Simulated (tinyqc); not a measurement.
# Changing the heater half-width b

Model: the 3-omega method: a line heater on a substrate with a thin film. Computed by tinyqc, a small Python program. Command: `OMP_NUM_THREADS=1 python tinyqc.py 3002783 3002784 out.jsonl threeomega sweep`. One thread of a shared host (Intel(R) Xeon(R) Processor @ 2.30GHz), about 0.01 s of CPU time with the checks.

A current at angular frequency omega = 2 pi f heats the line at 2 omega with the amplitude P per length; the temperature swing Delta T at 2 omega gives a voltage at 3 omega. The substrate is taken as semi-infinite and isotropic, and the heat capacity of heater and film is left out.

Inputs (values chosen for the exercise, modelled on alumina on gallium oxide):
```
quantity                                    value           unit
substrate conductivity kappa                   23        W/(m K)
substrate heat capacity C                    3.17  1e6 J/(m^3 K)
power amplitude per length P                   18            W/m
current frequency f                            24             Hz
film thickness t                             1400             nm
film conductivity kappa_f                     1.7        W/(m K)
interface resistance R_i                       18       m^2 K/GW
substrate thickness d_s                       300     micrometre
temperature coefficient of resistance beta    3.4         1e-3/K
voltage amplitude V_1                        0.35              V
```

Method:
- D = kappa/C; q = sqrt(2 i omega/D); penetration depth 1/|q| = sqrt(D/(2 omega)).
- Delta T_s = (P/(pi kappa)) int_0^infinity (sin x/x)^2 / sqrt(x^2 + (q b)^2) dx with (q b)^2 = i |q b|^2, averaged over the heater width (12 Gauss-Legendre points on each of the pieces 0, 14 log-spaced edges from 1e-5 to 1, and multiples of pi to 40 pi; the tail adds 1/(4 (40 pi)^2)).
- For |q| b much below 1: Delta T_s = (P/(pi kappa)) [-ln(|q| b) + eta - i pi/4], eta = 3/2 - C_E = 0.92278, with Euler's C_E = 0.5772157.
- One-dimensional flow across the film: Delta T_f = P (t/kappa_f + R_i)/(2 b); total in-phase swing Delta T = Delta T_s + Delta T_f; third-harmonic amplitude V_3 = V_1 beta |Delta T|/2 with the out-of-phase part included; the apparent film conductivity is t/(t/kappa_f + R_i).
- Take the in-phase swing at f and at 2f; in the narrow-line limit kappa = P ln 2/(2 pi [Delta T(f) - Delta T(2f)]), whatever the film and the heater width.

One run for each value; columns: (1) heater half-width b (micrometre); (2) error of the slope method (%); (3) in-phase Delta T_s (K); (4) Delta T_f (K); (5) film share of the in-phase swing; (6) |q| b:
```
(1)          (2)    (3)    (4)     (5)     (6)
0.50   3.924e-04  1.659  15.15  0.9013  0.0032
0.94   1.387e-03  1.502   8.06  0.8429  0.0061
1.80   5.086e-03  1.340   4.21  0.7585  0.0116
3.40   1.814e-02  1.182   2.23  0.6534  0.0219
12.00  2.248e-01  0.868   0.63  0.4211  0.0774
22.00  7.492e-01  0.717   0.34  0.3244  0.1418
42.00  2.673e+00  0.558   0.18  0.2444  0.2708
80.00  9.289e+00  0.403   0.09  0.1903  0.5158
```

Give the missing row, heater half-width b (micrometre) = 6.30.

Computed row; columns: (1) heater half-width b (micrometre); (2) error of the slope method (%); (3) in-phase Delta T_s (K); (4) Delta T_f (K); (5) film share of the in-phase swing; (6) |q| b:
```
(1)         (2)    (3)   (4)     (5)     (6)
6.30  6.219e-02  1.028  1.20  0.5391  0.0406
```

Interpolating between the two neighbouring rows (the first column on a logarithmic scale, the others too where they are positive) misses most in film share of the in-phase swing, by 2.2 %. Over the rows, error of the slope method (%) rises from 3.92e-4 to 9.29 (exponent d ln y / d ln x about 2.0 throughout); in-phase Delta T_s (K) falls from 1.66 to 0.403 (exponent d ln y / d ln x -0.16 between the first rows and -0.50 between the last); Delta T_f (K) falls from 15.1 to 0.0947 (exponent d ln y / d ln x about -1.0 throughout). The exponent of Delta T_f stays at -1: the flux is P/(2b). Narrow heaters keep the slope method exact and raise the film signal as 1/b, while the substrate signal changes only as ln b as long as |q| b is well below 1.

Caution (all rows): the penetration depth exceeds a fifth of the substrate thickness, so the back face is felt and the semi-infinite formula fails. Caution (rows 0.500, 0.940, 1.80, 3.40): the film is not thin against the heater width, so heat spreads sideways in it and the one-dimensional step fails.
